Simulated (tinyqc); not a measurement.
Changing the recess depth d: stress in a transistor channel from embedded alloy regions, liners and fins, by half-space elasticity. Computed by tinyqc, a small Python program. Command: `OMP_NUM_THREADS=1 python tinyqc.py 3030313 3030314 out.jsonl stressor sweep`. One thread of a shared host (Intel(R) Xeon(R) Processor @ 2.30GHz), about 0.06 s of CPU time with the checks.

Plane strain in an isotropic half-space, the same constants everywhere; x along the channel from its centre, y downwards from the free surface; stress is positive in tension.

Inputs (values chosen for the exercise, modelled on silicon):

| quantity | value | unit |
|---|---|---|
| alloy fraction x | 0.018 | - |
| lattice change per unit x, beta | -0.46 | - |
| Young's modulus E | 157 | GPa |
| Poisson ratio nu | 0.22 | - |
| channel length L | 118 | nm |
| length of each stressor S | 175 | nm |
| depth of the field point y | 3.4 | nm |
| longitudinal piezoresistance coefficient | -32.3 | 1e-11/Pa |
| vertical piezoresistance coefficient | 53.2 | 1e-11/Pa |

Stressor: Si(1-x)C(x) source and drain.

Method:
- Misfit e = beta x. A fully constrained inclusion holds the stress -p with p = E e/(1 - 2 nu); a blanket film would hold -E e/(1 - nu) in the plane.
- A line element dA of misfit at (a, c) in the half-space gives, with C = E e/(2 pi (1 - nu)), X = x - a, r1^2 = X^2 + (y - c)^2, r2^2 = X^2 + Y^2, Y = y + c: s_xx = -C dA {[X^2 - (y - c)^2]/r1^4 + 3 [X^2 - Y^2]/r2^4 + 4 y Y (Y^2 - 3 X^2)/r2^6}, s_yy = C dA {[X^2 - (y - c)^2]/r1^4 - [X^2 - Y^2]/r2^4 + 4 y Y (Y^2 - 3 X^2)/r2^6}. These are integrated over two rectangles, L/2 < |a| < L/2 + S, 0 < c < d (closed form in a, 200 Gauss-Legendre points in c).
- At x = y = 0 the integral is s_xx = -(4/pi) [E e/(1 - nu)] [arctan(2 d/L) - arctan(d/(L/2 + S))].
- d mu/mu = -(pi_L s_xx + pi_z s_yy) for the embedded regions alone; the stress across the width is left out.

One run for each value:

| recess depth d (nm) | s_xx (MPa) | s_xx at the surface (MPa) | s_yy (MPa) | mobility change (%) |
|---|---|---|---|---|
| 5.0 | 132.1 | 134.1 | 0.5697 | 4.235 |
| 8.3 | 217.2 | 221.3 | 0.9163 | 6.966 |
| 14.0 | 358.3 | 367.6 | 1.4241 | 11.498 |
| 23.0 | 561.2 | 580.9 | 1.9318 | 18.023 |
| 39.0 | 848.6 | 889.0 | 2.0328 | 27.300 |
| 65.0 | 1126.8 | 1194.3 | 1.3105 | 36.326 |
| 110.0 | 1265.9 | 1356.1 | 0.3678 | 40.871 |
| 180.0 | 1170.9 | 1269.7 | -0.0691 | 37.824 |
| 300.0 | 895.4 | 993.6 | -0.1652 | 28.929 |

Over the rows, s_xx (MPa) goes from 132 through a maximum among these rows, 1270 at 110, to 895; s_xx at the surface (MPa) goes from 134 through a maximum among these rows, 1360 at 110, to 994; s_yy (MPa) goes from 0.570 through a maximum among these rows, 2.03 at 39.0, to -0.165. At the surface the maximum lies at d = sqrt((L/2)(L/2 + S)) = 117 nm: an element deeper than its horizontal distance has the opposite effect on the surface, by the sign of X^2 - c^2.

Caution (rows 23.0, 39.0, 65.0, 110, 180, 300): beyond a few hundred MPa bulk piezoresistance coefficients no longer describe an inversion layer well.

Extremes, crossings and ranges named in words are read from the listed rows.
